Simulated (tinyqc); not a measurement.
# Random telegraph noise from one oxide trap in a small MOSFET, step by step

Computed by the program tinyqc: `OMP_NUM_THREADS=1 python tinyqc.py 2710107 2710108 out.jsonl`, one thread of a shared Intel Xeon 2.30GHz, about 0.01 s for the whole run. Printed values are rounded.

An acceptor-like trap exchanges electrons with the channel. Inversion charge Q = Cox u, u = n Vt W0(exp((Vg - VT)/(n Vt))), W0 the Lambert function, n = nf, Cox = eps0 eox/tox; linear regime Id = (W/L) mu Q Vd. Relative to threshold the surface potential rises by Vt ln(u/u0) and the oxide voltage by the rest of Vg - VT, with u0 = n Vt W0(1).

Values chosen for this exercise; values of the order met in silicon transistors: temperature T = 350 K; relative permittivity of the gate insulator (close to silicon dioxide) eox = 3.9; insulator thickness tox = 2.4 nm; depth of the trap from the channel interface xt = 0.82 nm; trap level above the channel Fermi level at threshold E0 = 0.33 eV; capture prefactor s0 = 1e-15 cm^2; capture barrier (lattice relaxation) EB = 0.39 eV; tunnelling decay length lt = 0.16 nm; thermal velocity vth = 1.7e7 cm/s; thickness of the inversion layer zi = 2.5 nm; threshold voltage VT = 0.45 V; body factor nf = 1.39; gate width W = 140 nm; gate length L = 40 nm; mobility mu = 370 cm^2/(V s); scattering coefficient of the charged trap asc = 1.6e-16 V s; drain voltage Vd = 0.05 V; gate voltage Vg = 1.19 V.

Constants: q = 1.602176634e-19 C, kB = 1.380649e-23 J/K, Vt = kB T/q, eps0 = 8.8541878128e-14 F/cm where lengths are in cm. Results are converted to the units shown.

Range of the model: VT is taken as given; short-channel effects and the uneven flow of current among few electrons are left out.

## Trap level, time constants and occupancy

N = Cox u/q; dpsi = Vt ln(u/u0); E = E0 - dpsi - (xt/tox)(Vg - VT - dpsi); capture time tc = 1/[(N/zi) vth s0 exp(-xt/lt - EB/Vt)]; emission time te = tc exp(-E/Vt); occupancy te/(tc + te).

u = 0.626619 V
N = 5.62723e12 cm^-2
dpsi = 0.0986748 V
E = 0.0122058 eV
tc = 1.81430e-4 s
te = 1.21047e-4 s
occupancy = 0.400186

The trap lies 0.40 Vt above the Fermi level, so it is filled 40.0 % of the time.

## Step height

A = W L; threshold step dV = q (1 - xt/tox)/(Cox A); gm/Id = 1/(u + n Vt); relative step dI/I = (gm/Id) dV + asc mu/A. Id as defined.

electrons in the channel N A = 315.125
dV = 1.30908 mV
gm/Id = 1.49579 1/V
number part of dI/I = 0.195811 %
dI/I = 0.301525 %
Id = 58.3774 uA
dI = 176.023 nA

## Lorentzian spectrum

Spectrum S(f) = 4 dI^2/{(tc + te)[(1/tc + 1/te)^2 + (2 pi f)^2]}; corner fc = (1/tc + 1/te)/(2 pi); variance dI^2 tc te/(tc + te)^2. Give S at f = 0, at fc and at 10 fc.

fc = 2192.05 Hz
S(0) = 2.15996e-18 A^2/Hz
S(fc) = 1.07998e-18 A^2/Hz
S(10 fc) = 2.13858e-20 A^2/Hz
rms current = 86.2399 nA

The rms value is 0.490 of the step; it reaches its largest share, 1/2, when tc = te.
